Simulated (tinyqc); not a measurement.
Small-signal admittance of a forward-biased p+-n diode: two steps of the calculation.

Holes injected into a neutral base of width wb with an ohmic contact at its end; low injection, p0 far above the equilibrium density. A small voltage v exp(i w t), w = 2 pi f, modulates the edge density by p0 v/Vt, and the small-signal density obeys Dp d2p/dx2 = (1/tau + i w) p.

Parameters, values chosen for the exercise; permittivity close to that of silicon: temperature T = 275 K; relative permittivity eps_r = 11.7; donor density of the base Nd = 1.7e15 cm^-3; hole diffusion coefficient Dp = 7.5 cm^2/s; hole lifetime tau = 4e-8 s; width of the neutral base wb = 4.9 um; excess hole density at the junction edge p0 = 4.1e12 cm^-3; acceptor density of the p+ side Na = 3e18 cm^-3; signal frequency f = 2e6 Hz.

Constants: q = 1.602176634e-19 C, kB = 1.380649e-23 J/K, Vt = kB T/q, eps0 = 8.8541878128e-14 F/cm where lengths are in cm. Results are converted to the units shown.

Question 1. Closed-form admittance. L = sqrt(Dp tau); direct current J = (q Dp p0/L) coth(wb/L); k = sqrt(1 + i w tau)/L; diffusion admittance Y = (q Dp p0/Vt) k coth(k wb) = G + i w C_diff; junction capacitance C_j = sqrt(q eps0 eps_r Nd/(2 Vr)) in the depletion approximation, with the remaining barrier Vr = Vt ln(Na/p0), a rough value under forward bias; base-width modulation is left out.

Give: L; J; k wb; Y; C_diff; C_j.

Answer 1.

L = 5.4772 um
J = 0.012604 A/cm^2
k wb = 0.92089+0.21842i
Y = 0.53308+0.05141i S/cm^2
C_diff = 0.0040909 uF/cm^2
C_j = 0.020997 uF/cm^2

G is 1.00 times its low-frequency value J/Vt, and C_diff is 0.195 times C_j.

Question 2. The same by finite differences. 9 equal intervals, h = wb/9; u = small-signal density over its edge value, u_0 = 1, u_9 = 0; u_(i-1) + b u_i + u_(i+1) = 0 with b = -2 - h^2 (1/tau + i w)/Dp; Y = (q Dp p0/(Vt h)) (-b/2 - u_1), which includes the half box at the edge.

Give: b; u; Y on the mesh.

Answer 2.

b = -2.0099-0.0050i
u, node 1 to 8: 0.86514-0.01110i  0.73887-0.01800i  0.62000-0.02142i  0.50736-0.02197i  0.39985-0.02022i  0.29638-0.01668i  0.19593-0.01183i  0.09747-0.00613i
Y on the mesh = 0.53385+0.05185i S/cm^2

Program tinyqc, `OMP_NUM_THREADS=1 python tinyqc.py 2890104 2890105 out.jsonl`; Intel Xeon 2.30GHz, shared host, one thread, about 0.01 s.
